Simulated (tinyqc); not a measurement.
Thin-film transistor with exponential tail and deep states, accumulation layer: one step of the calculation.

An undoped film in accumulation, thicker than the space-charge layer. With band bending psi the Fermi level lies E0 - psi below the band edge. Free electrons n = n0 exp(psi/Vt) carry the current; electrons in two exponential distributions of traps, a = a0 exp(psi/Va) and d = d0 exp(psi/Vp), do not. Linear regime, ohmic contacts, traps in equilibrium.

Question. Surface potential by Newton steps. Va = kB Tt/q, Vp = kB Td/q. G(psi) = sum over the three kinds of c0 [V (exp(psi/V) - 1) - psi], field F = sqrt(2 q G/(eps0 eps_r)); Vg = psi + eps0 eps_r F/Ci at the surface. f = psi + eps0 eps_r F/Ci - Vg, f' = 1 + q rho/(Ci F) with rho = sum c0 (exp(psi/V) - 1); psi(new) = psi - f/f'.

Parameters, values chosen for the exercise; values close to those of an organic semiconductor:

| symbol | value | unit | meaning |
|---|---|---|---|
| T | 290 | K | temperature |
| eps_r | 3.2 |  | relative permittivity of the semiconductor |
| Tt | 490 | K | characteristic temperature of the tail |
| Td | 1370 | K | characteristic temperature of the deep states |
| Ci | 35 | nF/cm^2 | gate capacitance |
| Vg | 6.1 | V | gate voltage above flat band |

Constants: q = 1.602176634e-19 C, kB = 1.380649e-23 J/K, Vt = kB T/q, eps0 = 8.8541878128e-14 F/cm where lengths are in cm. Results are converted to the units shown.

psi after iteration 1 = 0.48283402 V
n0 = 3.1774313e10 cm^-3
a0 = 4.4407489e14 cm^-3
d0 = 3.6688313e15 cm^-3

Give: F; f; f'; psi after iteration 2.

Answer.

F = 1486 kV/cm
f = 6.414 V
f' = 152.2
psi after iteration 2 = 0.4407 V

Program tinyqc, `OMP_NUM_THREADS=1 python tinyqc.py 2610120 2610121 out.jsonl`; Intel Xeon 2.30GHz, shared host, one thread, about 0.03 s.
